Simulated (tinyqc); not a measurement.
Worked calculation: lattice vibrations of a chain. One step of it, computed by the program tinyqc.

Task: Frequencies. omega^2 are the eigenvalues; wavenumber = 521.4708 sqrt(eigenvalue) 1/cm.

D(q) (eV/(angstrom^2 u)):
```
,1,2,3,4
1,0.175376,-0.070248,-0.039519+0.037111i,-0.006672+0.106042i
2,-0.070248,1.358974,-0.778583,-0.059050+0.055452i
3,-0.039519-0.037111i,-0.778583,0.865096,-0.113283
4,-0.006672-0.106042i,-0.059050-0.055452i,-0.113283,0.267052
```

Give: eigenvalues; wavenumbers; weights |e|^2 of the mass-weighted modes.

Result:

eigenvalues: 0.0363  0.2718  0.4273  1.9311

wavenumbers (1/cm): 99.4  271.9  340.9  724.6

weights |e|^2 of the mass-weighted modes:
```
,mode 1,mode 2,mode 3,mode 4
atom 1,0.4599,0.4681,0.0715,0.0004
atom 2,0.0792,0.1008,0.1694,0.6506
atom 3,0.1408,0.1975,0.3135,0.3482
atom 4,0.3201,0.2335,0.4456,0.0008
```
